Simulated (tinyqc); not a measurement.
Thermal, flicker and telegraph noise of a field-effect transistor: one step, computed by the program tinyqc. Command: `OMP_NUM_THREADS=1 python tinyqc.py 3007366 3007367 out.jsonl noise walk`. One thread of a shared host (Intel(R) Xeon(R) Processor @ 2.30GHz), about 0.01 s of CPU time with the checks.

Strong inversion, threshold roll-off and channel-length modulation left out; noise sources are uncorrelated and are given as one-sided spectral densities.

Task: Operating point. C_ox = 3.9 eps_0/t; V_c = 2 v_s L/mu; I = W C_ox v_s V_ov^2/(V_ov + V_c); g_m = W C_ox v_s V_ov (V_ov + 2 V_c)/(V_ov + V_c)^2; g_d0 = mu C_ox (W/L) V_ov.

Inputs (values chosen for the exercise, modelled on a high-k silicon transistor):
```
quantity,value,unit
width W,0.27,micrometre
length L,21,nm
electrical oxide thickness t,1.8,nm
mobility mu,91,cm^2/(V s)
saturation velocity v_s,0.83,1e7 cm/s
overdrive V_ov,0.21,V
```

Operating region: saturation. Flicker model: number with correlated mobility.

Constants: eps_0 = 8.8541878128e-12 F/m.

Give: C_ox; drain current I; g_m; g_d0.

Result:

C_ox = 1.9184 microfarad/cm^2

drain current I = 31.968 microampere

g_m = 250.55 microsiemens

g_d0 = 471.35 microsiemens
